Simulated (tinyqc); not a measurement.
Rapid thermal processing of a wafer: radiative balance, ramp and cooling, pattern effects, pyrometer error and spike budget. Changing the period of the pattern. Computed by tinyqc, a small Python program. Command: `OMP_NUM_THREADS=1 python tinyqc.py 3112645 3112646 out.jsonl rtp sweep`. One thread of a shared host (Intel(R) Xeon(R) Processor @ 2.30GHz), about 0.05 s of CPU time with the checks.

The wafer is opaque and uniform through its thickness unless said otherwise; temperatures in formulas are in kelvin (C + 273.15). sigma = 5.670374419e-12 W/(cm^2 K^4).

Inputs (values chosen for the exercise, modelled on a hot silicon wafer): wafer thickness d = 625 micrometre; heat capacity per volume C = 2.08 J/(cm^3 K); thermal conductivity k = 0.3 W/(cm K); emissivity eps of each face = 0.7; reflectivity of the chamber walls r = 0.043; gas heat-transfer coefficient h, both faces together = 7.7 mW/(cm^2 K); wall temperature T_w = 500 K; process temperature = 659 C; ramp rate = 55 K/s; relative change of absorptivity over a pattern = 14 %; activation energy of the process E_a = 3.66 eV.

Constants: k_B = 8.617333262e-05 eV/K.

Method:
- Effective emissivity between parallel grey plates: eps_eff = 1/(1/eps + 1/(1 - r) - 1). Loss per area q(T) = 2 eps_eff sigma (T^4 - T_w^4) + h (T - T_w).
- Absorbed power during a ramp = q(T) + C d x ramp rate; thermal time constant tau = C d/(dq/dT), dq/dT = 8 eps_eff sigma T^3 + h; natural cooling rate q/(C d); front-to-back difference under one-sided heating at the end of the ramp = (absorbed power) d/(2 k).
- At steady state a sinusoidal change of absorbed power of relative amplitude a and period p gives the temperature amplitude a q/(dq/dT + k d (2 pi/p)^2); healing length l = sqrt(k d/(dq/dT)); process change = E_a dT/(k_B T^2). Emissivity is taken as unchanged.

One run for each value:
```
period of the pattern (mm)  amplitude (K)  change of the process rate (%)
0.3                            1.4736e-03                      7.2030e-03
0.71                           8.2522e-03                      4.0337e-02
1.7                            4.7260e-02                      2.3101e-01
4                              2.6015e-01                      1.2716e+00
9.5                            1.4212e+00                      6.9468e+00
22                             6.5312e+00                      3.1925e+01
130                            3.2744e+01                      1.6006e+02
300                            3.6226e+01                      1.7707e+02
```

Give the missing row, period of the pattern (mm) = 53.

Computed row:
```
period of the pattern (mm)  amplitude (K)  change of the process rate (%)
53                             2.0547e+01                      1.0044e+02
```

Interpolating between the two neighbouring rows (the first column on a logarithmic scale, the others too where they are positive) misses by up to 29 %. Over the rows, amplitude (K) rises from 0.00147 to 36.2 (exponent d ln y / d ln x 2.0 between the first rows and 0.12 between the last); change of the process rate (%) rises from 0.00720 to 177 (exponent d ln y / d ln x 2.0 between the first rows and 0.12 between the last). At the low end the exponent of amplitude is 2.00, close to 2: conduction smooths short periods.
